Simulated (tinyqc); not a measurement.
Collinear exchange A + BC -> AB + C on a London-Eyring-Polanyi-Sato surface: saddle, string of images and rate: one step, computed by the program tinyqc.

x = r(AB), y = r(BC), r(AC) = x + y. V is counted from separated atoms, the barrier from A + BC, that is V + D(BC).

Problem. Transition-state rate. One-dimensional rate constant without tunnelling, k = sqrt(k_B T/(2 pi mu)) [sinh(h nu_BC/(2 k_B T))/sinh(h nu_s/(2 k_B T))] exp(-barrier/(k_B T)) with mu = m_A (m_B + m_C)/(m_A + m_B + m_C); Wigner factor 1 + (h nu_i/(k_B T))^2/24; adiabatic barrier = barrier + h (nu_s - nu_BC)/2.

Inputs (values chosen for the exercise, bond data loosely for abstraction of hydrogen from a Si-H bond by a hydrogen atom; the barrier is not fitted):
```
quantity       value  unit
mass of A      1.008     u
mass of B      1.008     u
mass of C      28.09     u
temperature T    900     K
```

barrier = 0.3236704 eV

real frequency at the saddle = 33.71701 THz

nu_BC = 68.21926 THz

imaginary frequency = 53.88696 THz

Constants: h x 1 THz = 4.135667696 meV; k_B = 1.380649e-23 J/K; u = 1.6605390666e-27 kg; k_B = 8.617333262e-05 eV/K.

Give: adiabatic barrier; rate constant k; Wigner factor.

Solution.

adiabatic barrier = 0.2523 eV

rate constant k = 4986 cm/s

Wigner factor = 1.344
